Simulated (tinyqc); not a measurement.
What grading buys: minority-electron transport through the base of a bipolar transistor (Moll-Ross and Kroemer integrals). Computed by tinyqc, a small Python program. Command: `OMP_NUM_THREADS=1 python tinyqc.py 3005784 3005785 out.jsonl base walk`. One thread of a shared host (Intel(R) Xeon(R) Processor @ 2.30GHz), about 0.01 s of CPU time with the checks.

Low injection, one dimension, x from the emitter edge (0) to the collector edge (W), s = x/W. Recombination is treated as a small correction (valid for tau_B well below tau_n), computed from the stored charge.

Inputs (values chosen for the exercise, modelled on silicon):
```
quantity,value,unit
base doping at the emitter edge N_0,2.8e+18,1/cm^3
base width W,91,nm
mu_min,230,cm^2/(V s)
mu_max,1380,cm^2/(V s)
N_ref,1.9e+17,1/cm^3
saturation velocity v_s,0.87,1e7 cm/s
temperature T,300,K
doping ratio N_0/N(W),11,-
```

Base doping profile: Gaussian. Gap grading: linear. Exit of the base: infinite sink.

Constants: k_B = 8.617333262e-05 eV/K.

Method. N(x) = N_0 (ratio)^(-s^2); n_i(x)^2 = n_i^2 exp(s dE_g/k_B T); D(x) = (k_B T/e) mu, mu = mu_min + (mu_max - mu_min)/(1 + (N/N_ref)^0.7). With y(x) = N n_i^2/(D n_i(x)^2): base Gummel number G_B = int_0^W y dx; J_C = e n_i^2 exp(e V_BE/k_B T)/G_B; n(x) = (J_C/e)(n_i(x)^2/(N n_i^2)) [int_x^W y dx]; transit time tau_B = (e/J_C) int n dx; trapezoid rule on 401 even points.

The same base with other gradings:
```
dE_g (meV),dE_g/k_B T,G_B (s/cm^4),J_C gain,tau_B (ps),speed gain
0,0.000,1.2957e+12,1.0000,1.7532,1.0000
25,0.967,9.8014e+11,1.3219,1.4445,1.2137
50,1.934,7.7166e+11,1.6790,1.2205,1.4365
75,2.901,6.2784e+11,2.0637,1.0525,1.6657
100,3.868,5.2471e+11,2.4693,0.9231,1.8994
150,5.802,3.8973e+11,3.3245,0.7381,2.3753
200,7.736,3.0721e+11,4.2175,0.6135,2.8578
300,11.605,2.1367e+11,6.0637,0.4575,3.8324
```

At 100 meV J_C rises by a factor 2.47 and the transit is 1.90 times faster; at 300 meV the factors are 6.06 and 3.83. For a uniform base without exit term both tend to be linear in dE_g/k_B T, J_C as x/(1 - exp(-x)) and the speed as x/2. From 100 meV on the mean velocity W/tau_B exceeds v_s, so those speed gains are overstated.
